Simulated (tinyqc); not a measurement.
Electron-beam lithography: double-Gaussian proximity function, edge placement and dose correction for parallel lines. Inputs raised by 2 %, one at a time. Computed by tinyqc, a small Python program. Command: `OMP_NUM_THREADS=1 python tinyqc.py 3113338 3113339 out.jsonl proximity sens`. One thread of a shared host (Intel(R) Xeon(R) Processor @ 2.30GHz), about 0.01 s of CPU time with the checks.

Lines are infinitely long. Absorbed energy is counted so that the middle of a very large area written at dose 1 receives 1; the resist develops where it exceeds 1/2.

Inputs (values chosen for the exercise, of the order of those for 10 keV electrons in resist on silicon):

| quantity | value | unit |
|---|---|---|
| forward range alpha | 0.021 | micrometre |
| backscatter range beta | 1.3 | micrometre |
| backscatter ratio eta | 0.85 | - |
| base dose D0 | 100 | microcoulomb/cm^2 |
| beam current | 5.6 | nA |
| pixel size | 5 | nm |
| width of the test line | 0.12 | micrometre |
| pattern density around the test line | 0.7 | - |

line widths (micrometre): 0.84  0.035  0.03  0.081

gaps between the lines (micrometre): 0.18  0.074  0.16

Constants: e = 1.602176634e-19 C.

Method:
- The first line starts at x = 0; each next one starts after the width and the gap.
- f(r) = [exp(-r^2/alpha^2)/alpha^2 + eta exp(-r^2/beta^2)/beta^2]/(pi (1 + eta)). A line from a to b at dose d gives E(x) = d [S(alpha) + eta S(beta)]/(1 + eta), S(s) = [erf((b - x)/s) - erf((a - x)/s)]/2.
- M_ij is the mean of E at the two edges of line i from line j at dose 1.
- Uncorrected edge energies are M 1. Solve M d = 1/2 for the doses d that put the mean edge energy of every line at the threshold.
- A test line of width w << beta in surroundings of density rho, all at dose d: near its edge E(x) = d [S + eta rho]/(1 + eta), S = [erf((b - x)/alpha) - erf((a - x)/alpha)]/2 for edges a and b, the second term being the background energy. Dose to size d_s = (1 + eta)/(erf(w/alpha) + 2 eta rho), dose = d_s D0; edge slope d [1 - exp(-w^2/alpha^2)]/(sqrt(pi) alpha (1 + eta)); width change per 1 % of dose = 2 x 0.01 x (1/2)/slope.
- With dose = d_s D0: electrons per pixel N = dose x pixel area/e; relative noise 1/sqrt(N); time per cm^2 of pattern area = dose x density/current; pixel rate = current/(dose x pixel area).

Runs:

| input moved | from | to | dose to size d_s | width change per 1 % of dose (nm) | largest over smallest dose | writing time per cm^2 (h) |
|---|---|---|---|---|---|---|
| base run | - | - | 0.84475 | 0.81515 | 1.1363 | 2.9332 |
| forward range alpha (micrometre) | 0.021 | 0.02142 | 0.84475 | 0.83145 | 1.1363 | 2.9332 |
| backscatter range beta (micrometre) | 1.3 | 1.326 | 0.84475 | 0.81515 | 1.1305 | 2.9332 |
| backscatter ratio eta | 0.85 | 0.867 | 0.84335 | 0.82401 | 1.1390 | 2.9283 |
| width of the test line (micrometre) | 0.12 | 0.1224 | 0.84475 | 0.81515 | 1.1363 | 2.9332 |
| pattern density around the test line | 0.7 | 0.714 | 0.83567 | 0.82401 | 1.1363 | 2.9597 |
| base dose D0 (microcoulomb/cm^2) | 100 | 102 | 0.84475 | 0.81515 | 1.1363 | 2.9918 |
| pixel size (nm) | 5 | 5.1 | 0.84475 | 0.81515 | 1.1363 | 2.9332 |

Exponents ln(y'/y) / ln(x'/x):

| input | dose to size d_s | width change per 1 % of dose | largest over smallest dose | writing time per cm^2 |
|---|---|---|---|---|
| forward range alpha | 0.000 | 1.000 | -0.002 | 0.000 |
| backscatter range beta | 0.000 | 0.000 | -0.262 | 0.000 |
| backscatter ratio eta | -0.084 | 0.546 | 0.118 | -0.084 |
| width of the test line | 0.000 | 0.000 | 0.000 | 0.000 |
| pattern density around the test line | -0.546 | 0.546 | 0.000 | 0.454 |
| base dose D0 | 0.000 | 0.000 | 0.000 | 1.000 |
| pixel size | 0.000 | 0.000 | 0.000 | 0.000 |

To which inputs is each result most sensitive?

Among the inputs moved here: dose to size d_s answers most in size to pattern density around the test line (exponent -0.546), next to backscatter ratio eta (-0.084); its exponent is below 0.0005 for forward range alpha, backscatter range beta, width of the test line, base dose D0, pixel size. Width change per 1 % of dose answers most in size to forward range alpha (exponent +1.000), next to backscatter ratio eta (+0.546); its exponent is below 0.0005 for backscatter range beta, width of the test line, base dose D0, pixel size. Its exponent +1.000 in forward range alpha: the edge slope goes as 1/alpha. Largest over smallest dose answers most in size to backscatter range beta (exponent -0.262), next to backscatter ratio eta (+0.118); its exponent is below 0.0005 for width of the test line, pattern density around the test line, base dose D0, pixel size. Writing time per cm^2 answers most in size to base dose D0 (exponent +1.000), next to pattern density around the test line (+0.454); its exponent is below 0.0005 for forward range alpha, backscatter range beta, width of the test line, pixel size.

Extremes, crossings and ranges named in words are read from the listed rows.
